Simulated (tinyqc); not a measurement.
Comparisons within one model: type-II superlattice in the two-band Kane model. A value that a table varies takes the place of the one given here.

Motion along the axis, period d = a + b, c = hbar^2/2m0. Conduction and light-hole bands couple: (E - Ec)(E - Ev) = Ep c k^2 in each layer, with mass m(E) = (E - Ev)/Ep, which may be negative. The conduction envelope psi and psi'/m(E) are continuous; a layer carries them by [[cos kt, (m/k) sin kt], [-(k/m) sin kt, cos kt]] (cosh and sinh for k^2 < 0), and cos(q d) = tr(M_B M_A)/2. C1 is the first miniband above EvB, with its bottom at tr/2 = +1 and its top at -1; the gap is the bottom of C1 less the top heavy-hole level HH1.

Heavy holes are uncoupled: with e = EvB - E, p = sqrt(mhB e/c), w = sqrt(mhA (EvB - EvA - e)/c), the top level HH1 at q = 0 solves (p/mhB) tan(p b/2) = (w/mhA) tanh(w a/2).

Constants: hbar^2/2m0 = 3.80998211 eV angstrom^2; hc = 1239.841984 eV nm.

Inputs chosen for the exercise (near those of an InAs/GaSb superlattice; shifted at random, so the results belong to these values and not to a real crystal):
```
symbol  value                         unit      meaning
b       34                            angstrom  layer B
EcA     0                             eV        conduction edge of A
EvA     -0.415                        eV        valence edge of A
EcB     0.924                         eV        conduction edge of B
EvB     0.107                         eV        valence edge of B
EpA     14.2                          eV        coupling energy in A
EpB     18                            eV        coupling energy in B
mhA     0.32                          m0        heavy hole in A
mhB     0.28                          m0        heavy hole in B
As      (18, 30, 39, 46, 52, 65, 75)  angstrom  widths of layer A
a       46                            angstrom  layer A
```

## Width of layer A

Bottom of C1 (tr/2 = +1, above EvB), HH1, the gap and hc/gap; widths at which C1 no longer starts above EvB are left out.

Results:
```
a (angstrom)  C1 (eV)  HH1 (eV)  gap (meV)  cut-off (micrometre)
18             0.4992    0.0427      456.5                  2.72
30             0.3416    0.0411      300.5                  4.13
39             0.2668    0.0410      225.8                  5.49
46             0.2242    0.0410      183.3                  6.76
52             0.1953    0.0410      154.3                  8.03
65             0.1488    0.0410      107.8                 11.50
75             0.1233    0.0410       82.3                 15.06
```

From a = 18 to 75 angstrom C1 falls by 376 meV while HH1 moves by -1.7 meV, so layer A tunes the gap, from 456 to 82 meV. The cut-off shifts by 0.118 micrometre per angstrom at the thin end and 0.356 at the thick end: long wavelengths need tight control of the thickness.

## One band or two

Bottom of C1. One band: (k/mA) tan(k a/2) = (kappa/mB) tanh(kappa b/2) with the edge masses (Ec - Ev)/Ep and barrier EcB - EcA. Second row: mA replaced by m(E). The last column is measured against two bands.

Results:
```
model                  C1 (eV)  gap (meV)  error (meV)
one band, edge masses   0.2133      172.3        -10.9
m(E) in A only          0.1883      147.4        -35.9
two bands               0.2242      183.3          0.0
```

mA = 0.0292 m0
mB = 0.0454 m0

With edge masses C1 errs by -11 meV, 6 % of the gap. The heavier m(E) in A changes it by -25 meV; the treatment of B changes it by +36 meV, since C1 lies 117 meV above the valence edge of B, where its mass is 0.0065 instead of 0.0454.

## What each parameter does

Bottom and width of C1, HH1 and the gap. Each row changes one parameter from the base and keeps the others.

Results:
```
case             C1 (eV)  width (meV)  HH1 (eV)  gap (meV)
base              0.2242         60.0    0.0410      183.3
a = 43 angstrom   0.2412         64.4    0.0410      200.2
b = 37 angstrom   0.2290         52.9    0.0489      180.1
EvB = 0.087 eV    0.2230         57.5    0.0216      201.4
EcB = 0.974 eV    0.2287         56.0    0.0410      187.7
EvA = -0.445 eV   0.2202         58.3    0.0400      180.2
EpA = 15.3 eV     0.2306         63.7    0.0410      189.7
mhB = 0.32 m0     0.2242         60.0    0.0456      178.6
```

The largest shifts from the base row, up to three for each result and ties (the steps differ in size, so this ranks the rows, not the parameters). C1 (eV): a +0.0169, EpA +0.0064, b +0.0047; unchanged at the printed digits by mhB. width (meV): b -7.1, a +4.3, EcB -4.1; unchanged at the printed digits by mhB. HH1 (eV): EvB -0.0193, b +0.0079, mhB +0.0047; unchanged at the printed digits by a, EcB and EpA. gap (meV): EvB +18.1, a +16.9, EpA +6.4.

Run: tinyqc, `OMP_NUM_THREADS=1 python tinyqc.py 1281160 1281161 out.jsonl`; Intel(R) Xeon(R) Processor @ 2.30GHz, one thread, shared host; about 0.05 s of CPU time with all checks.
